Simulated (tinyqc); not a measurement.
# Undoped symmetric double-gate MOSFET, analytic potential model, step by step

Computed by the program tinyqc: `OMP_NUM_THREADS=1 python tinyqc.py 2440017 2440018 out.jsonl`, one thread of a shared Intel Xeon 2.30GHz, about 0.01 s for the whole run. Printed values are rounded.

An undoped body of thickness ts between two equal insulators and tied gates; long channel, electrons only, n = ni exp((psi - V)/Vt) with V the quasi-Fermi potential (0 at the source, Vd at the drain), constant mobility, no quantisation. Across the body psi(x) = V - 2 Vt ln[(ts/(2 beta)) sqrt(q ni/(2 eps0 eps_r Vt)) cos(2 beta x/ts)], x from the centre. Q is the electron charge per area of the whole body.

Inputs (values chosen for the exercise); material values close to those of germanium:
```
symbol    value        unit                                             meaning
T           300           K                                         temperature
Eg        0.664          eV                                            band gap
eps_r      16.1                      relative permittivity of the semiconductor
Nc      1.06e19       cm^-3              conduction-band density of states at T
Nv      5.94e18       cm^-3                 valence-band density of states at T
eox        23.9                     relative permittivity of the gate insulator
tox         9.5          nm                                 insulator thickness
ts            6          nm                                      body thickness
dphi       -0.2           V  gate work function less that of the intrinsic body
mu          700  cm^2/(V s)                                    channel mobility
L           0.1          um                                         gate length
Vg         0.11           V                                        gate voltage
Vd            1           V                                       drain voltage
```

Constants: q = 1.602176634e-19 C, kB = 1.380649e-23 J/K, Vt = kB T/q, eps0 = 8.8541878128e-14 F/cm where lengths are in cm. Results are converted to the units shown.

Range of the model: In a body this thin, quantum confinement raises the threshold; it is left out.

## Constants of the body

ni = sqrt(Nc Nv) exp(-Eg/(2 Vt)), Eg in volts; r = eps_r tox/(eox ts); V0 = dphi + 2 Vt ln[(2/ts) sqrt(2 eps0 eps_r Vt/(q ni))].

ni = 2.099866e13 cm^-3
r = 1.066597
V0 = 0.1206304 V

## Iteration 1: beta at the source by Newton steps

beta at the start = 0.3

With V = 0: f = ln(beta) - ln(cos beta) + 2 r beta tan(beta) - (Vg - V0)/(2 Vt); f' = 1/beta + tan(beta) + 2 r [tan(beta) + beta/cos^2(beta)]; beta(new) = beta - f/f'.

f = -0.7547171
f' = 5.003739
beta after iteration 1 = 0.4508306

## Iteration 2: beta at the source by Newton steps

As before.

f = -0.02025213
f' = 4.921914
beta after iteration 2 = 0.4549453

## Course of the iteration: beta at the source by Newton steps

Stop when beta changes by less than 1e-11, or after 40 iterations. beta must stay between 0 and pi/2.

Course of the iteration:

| iteration | beta | \|change\| |
|---|---|---|
| 1 | 0.4508306 | 0.151 |
| 2 | 0.4549453 | 4.11e-3 |
| 3 | 0.4549406 | 4.77e-6 |
| 4 | 0.4549406 | 6.61e-12 |

Converged in 4 iterations. At the end the number of correct digits about doubles with each step.

## Charges and drain current

beta_s = 0.4549406
beta_d = 3.243979e-9

beta (between 0 and pi/2) solves (Vg - V0 - V)/(2 Vt) = ln(beta) - ln(cos beta) + 2 r beta tan(beta). Q = 8 eps0 eps_r Vt beta tan(beta)/ts; I = mu (1/L)(4 eps0 eps_r/ts)(2 Vt)^2 [g(beta_s) - g(beta_d)] per width, g = beta tan(beta) - beta^2/2 + r beta^2 tan^2(beta), with beta_s at V = 0 and beta_d at V = Vd.

Qs = 109.3493 nC/cm^2
Qd = 5.170868e-15 nC/cm^2
g(beta_s) = 0.1718769
g(beta_d) = 5.261699e-18
I = 30.56661 uA/um

The term r beta^2 tan^2(beta), which gives the square law, makes up 30.7 % of g at the source.

## Potential and electron density across the body at the source

| point | x/ts |
|---|---|
| 0 | 0 |
| 1 | 0.1 |
| 2 | 0.2 |
| 3 | 0.3 |
| 4 | 0.4 |
| 5 | 0.45 |
| 6 | 0.5 |

psi(x) as above with V = 0 and beta = beta_s; n = ni exp(psi/Vt).

| point | psi (V) | n (cm^-3) |
|---|---|---|
| 0 | 0.2799090 | 1.057926e18 |
| 1 | 0.2801233 | 1.066733e18 |
| 2 | 0.2807698 | 1.093747e18 |
| 3 | 0.2818596 | 1.140839e18 |
| 4 | 0.2834117 | 1.211432e18 |
| 5 | 0.2843698 | 1.257168e18 |
| 6 | 0.2854550 | 1.311067e18 |

The density at the surface is 1.24 times that at the centre (1/cos^2 beta).
